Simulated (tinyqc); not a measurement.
# Loss and coupling from a measured resonance

Problem. An all-pass ring of radius Rr has F = FSR/FWHM = pi sqrt(a t)/(1 - a t) and Tmin = (a - t)^2/(1 - a t)^2; it is known to be overcoupled (t < a). a = 10^(-al L/20), L = 2 pi Rr, k2 = 1 - t^2, FSR = lam^2/(ng L). Find ng, al and k2.

Values chosen for this exercise: cold resonance wavelength lam = 1550 nm; ring radius Rr = 7.5 um.

FSR = 11.69326455 nm
FWHM = 20.14086332 pm
Tmin (linear) = 0.08890391134

Answer. The finesse gives the product a t, Tmin the difference |a - t|; the spectrum alone cannot tell which is which.

ng = 4.360
al = 3.500 dB/cm
k2 = 0.007000

Program tinyqc, `OMP_NUM_THREADS=1 python tinyqc.py 2650011 2650012 out.jsonl`; Intel Xeon 2.30GHz, shared host, one thread, about 0.01 s.
